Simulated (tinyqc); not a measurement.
Inside a calculation. Method: plane-wave Kohn-Sham cycle with exchange-only LDA in a layered model solid. One step of it, computed by the program tinyqc.

Problem. Iteration 2: levels at that k. Diagonalise the Hermitian matrix.

H (hartree), lower triangle:
```
          -2         -1         +0         +1        +2
-2  0.205065
-1  0.285360  -0.155429
+0  0.040044   0.285360  -0.227528
+1  0.006595   0.040044   0.285360  -0.011232
+2  0.000883   0.006595   0.040044   0.285360  0.493460
```

Give: eigenvalues.

Solution.

eigenvalues (hartree): -0.581  -0.260  0.066  0.414  0.665
